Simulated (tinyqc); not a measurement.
Speciation in dilute and buffered hydrofluoric acid, oxide etch rate and bath loading: one step, computed by the program tinyqc.

Concentrations stand for activities, NH4+ and Cl- are spectators, and water ionisation is neglected. H, F and HF2 denote the ions H+, F- and HF2-. The base temperature is 298 K.

Problem. One trial. Fluoride balance: [HF] + [F] + 2 [HF2] + 2 [H2F2] = HF added + NH4F added. Acid balance: [H] + [HF] + [HF2] + 2 [H2F2] = HF added + HCl added. For a trial [H], [HF] = [H][F]/K1, and the fluoride balance is a quadratic in [F]. Take pH = 3. The residual is the left side of the acid balance less the right.

Inputs (values chosen for the exercise, of the order of those for thermal oxide at room temperature):
```
quantity                 value   unit
HF added                   2.1  mol/L
NH4F added                   0  mol/L
HCl added                 0.14  mol/L
K1 = [H][F]/[HF]      0.000618  mol/L
K2 = [HF2]/([HF][F])      3.74  L/mol
K3 = [H2F2]/[HF]^2        2.73  L/mol
```

Give: [F]; [HF]; [HF2]; [H2F2]; residual.

Solution.

[F] = 0.2368 mol/L

[HF] = 0.3831 mol/L

[HF2] = 0.3393 mol/L

[H2F2] = 0.4008 mol/L

residual = -0.7151 mol/L

The residual is negative, so the pH lies below 3.
